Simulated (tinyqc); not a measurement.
Density and mobility of a removed layer (differential Hall).

Question. For layers in parallel the sheet conductance g = 1/Rs and the product g mu_H (mu_H signed, unit Hall factors) are additive. Find the sheet density and mobility of the layer that was removed, and its share of the conductance.

Constants: q = 1.602176634e-19 C. Results are converted to the units shown.

Rs before and after removing the top layer (ohm/square): [10113.275, 2.5006046e5]
apparent mobility before and after, signed (cm^2/(V s)): [58.874781, -39]

Answer. The differences give g1 = q n mu and g1 mu = q n mu^2; their ratio is mu and g1^2/(q g1 mu) is n.

sheet density = 9.400e12 cm^-2
mobility = 63.00 cm^2/(V s)
share of the conductance = 95.96 %

tinyqc, about 0.04 s, one thread, Intel Xeon 2.30GHz (shared host): `OMP_NUM_THREADS=1 python tinyqc.py 2850123 2850124 out.jsonl`
